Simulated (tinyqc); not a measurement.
# Schottky barrier on an n-type semiconductor with a surface-enhanced doping, non-linear Poisson equation by Newton steps: Capacitance-voltage profiling

One dimension, metal at x = 0, donor density C(x) = Nd + N0 exp(-x/Ls). Energies are counted from the electron Fermi level of the semiconductor and the conduction-band edge is Ec = -psi, so n = Nc exp(psi/Vt); holes follow the Fermi level of the metal, at -V, so p = Nv exp((V - psi - Eg)/Vt). Ends: psi(0) = V - phiB and psi = Vt ln(Nd/Nc) deep inside. Boltzmann statistics, full ionisation, no current, no image force in the Poisson equation.

The Poisson equation d/dx(eps0 eps_r dpsi/dx) = -q (p - n + C) is solved on a mesh of about 1000 nodes or more that ends in neutral material. C_s = q d/dV of the integral of n over x, from the linearised equation. Probed depth w = eps0 eps_r/C_s; apparent doping N_app = C_s^3/(q eps0 eps_r dC_s/dV), the derivative by central differences over +/- 0.02 V.

Values chosen for this exercise; band and dielectric values close to those of indium phosphide: temperature T = 450 K; band gap Eg = 1.34 eV; relative permittivity eps_r = 12.6; conduction-band density of states at T Nc = 1.07e18 cm^-3; valence-band density of states at T Nv = 1.98e19 cm^-3; donor density deep in the semiconductor Nd = 1.8e16 cm^-3; barrier height phiB = 0.79 eV; extra donor density at the surface N0 = 9.1e16 cm^-3; decay length Ls = 190 nm.

Constants: q = 1.602176634e-19 C, kB = 1.380649e-23 J/K, Vt = kB T/q, eps0 = 8.8541878128e-14 F/cm where lengths are in cm. Results are converted to the units shown.

Result of one run:
```
V (V)  C_s (nF/cm^2)  w (nm)  N_app (cm^-3)  true C(w) (cm^-3)  |E_0| (kV/cm)
0                105     106        7.01e16            7.00e16            132
```

What becomes of these results when the bias of the metal against the semiconductor V is changed from 0 to -0.75 V, all else the same?

Result of the changed run:
```
V (V)  C_s (nF/cm^2)  w (nm)  N_app (cm^-3)  true C(w) (cm^-3)  |E_0| (kV/cm)
-0.75           66.5     168        5.58e16            5.56e16            188
```

The whole series:
```
V (V)  C_s (nF/cm^2)  w (nm)  N_app (cm^-3)  true C(w) (cm^-3)  |E_0| (kV/cm)
0                105     106        7.01e16            7.00e16            132
-0.38           80.1     139        6.19e16            6.17e16            164
-0.75           66.5     168        5.58e16            5.56e16            188
-1.12           57.3     195        5.09e16            5.07e16            208
-1.5            50.5     221        4.67e16            4.65e16            226
-1.88           45.3     246        4.31e16            4.29e16            243
-2.25           41.3     270        4.02e16            4.00e16            257
-2.62           38.0     294        3.76e16            3.74e16            270
-3              35.2     317        3.53e16            3.51e16            283
```

C_s falls from 105 to 35.2 nF/cm^2 while the probed depth goes from 106 to 317 nm. The apparent doping falls from 7.01e16 to 3.53e16 cm^-3. It departs most from the true doping at that depth for V = -3 V, where it is 0.54 % above it; so the doping is read well over the depths probed.

Numbers from tinyqc (`OMP_NUM_THREADS=1 python tinyqc.py 2020152 2020153 out.jsonl`; about 0.1 s on one thread of a shared Intel Xeon 2.30GHz).
